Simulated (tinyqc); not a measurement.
Activation against anneal temperature: dopants and charged point defects at anneal temperature: Fermi-level effect, clustering and pairing. Computed by tinyqc, a small Python program. Command: `OMP_NUM_THREADS=1 python tinyqc.py 3024341 3024342 out.jsonl pairing walk`. One thread of a shared host (Intel(R) Xeon(R) Processor @ 2.30GHz), about 0.02 s of CPU time with the checks.

Boltzmann statistics and full ionisation of active dopants. Energies are counted from the valence band; the defect (a vacancy or self-interstitial) has five charge states, with all degeneracy factors one.

Inputs (values chosen for the exercise, with bands modelled on germanium):

| quantity | value | unit |
|---|---|---|
| gap at 0 K E_g0 | 0.741 | eV |
| Varshni alpha | 0.000487 | eV/K |
| Varshni beta | 243 | K |
| electron mass m_e | 0.226 | m_0 |
| valleys M_c | 4 | - |
| hole mass m_h | 0.342 | m_0 |
| anneal temperature T | 930 | K |
| total dopant density N | 9.6e+18 | cm^-3 |
| site density N_s | 4.7e+22 | cm^-3 |
| dopant atoms per cluster k | 2 | - |
| cluster binding energy E_b | 1.11 | eV |

Dopant: donor. Second part: clustering of the dopant.

Constants: m_0 = 9.1093837015e-31 kg; k_B = 1.380649e-23 J/K; h = 6.62607015e-34 J s; k_B = 8.617333262e-05 eV/K.

Method:
- E_g = E_g0 - alpha T^2/(T + beta).
- N_c = 2 M_c (2 pi m_e k_B T/h^2)^(3/2) and N_v = 2 (2 pi m_h k_B T/h^2)^(3/2), masses in units of m_0.
- n_i = sqrt(N_c N_v) exp(-E_g/2 k_B T); E_i = E_g/2 + (k_B T/2) ln(N_v/N_c).
- n = A/2 + sqrt(A^2/4 + n_i^2) for an active density A.
- k ionised dopants and k carriers form one neutral cluster: C = N_s (A/N_s)^k (n/N_b)^k exp(E_b/k_B T), N_b the effective density of states of the majority band, and N = A + k C (60 bisections in ln A between ln N - 90 and ln N).

Equilibrium activation:

| T (K) | n_i (cm^-3) | active A (cm^-3) | clusters C (cm^-3) | active share |
|---|---|---|---|---|
| 560 | 6.2341e+16 | 3.5493e+17 | 4.6225e+18 | 0.03697 |
| 650 | 2.4602e+17 | 8.4844e+17 | 4.3758e+18 | 0.08838 |
| 740 | 7.1680e+17 | 1.6026e+18 | 3.9987e+18 | 0.16693 |
| 840 | 1.8466e+18 | 2.6532e+18 | 3.4734e+18 | 0.27637 |
| 930 | 3.7062e+18 | 3.6393e+18 | 2.9804e+18 | 0.37909 |
| 1020 | 6.6738e+18 | 4.5338e+18 | 2.5331e+18 | 0.47227 |
| 1120 | 1.1643e+19 | 5.3496e+18 | 2.1252e+18 | 0.55724 |

The active share goes from 0.0370 at 560 K to 0.557 at 1120 K, so a layer activated by a hot, short anneal is metastable and deactivates in later, cooler steps if the dopant can move. Over the first three rows, where most dopant is clustered, a fit of ln A rises with slope 0.299 eV against -1/k_B T, near E_b/(2k) = 0.278 eV plus 0.75 k_B T.
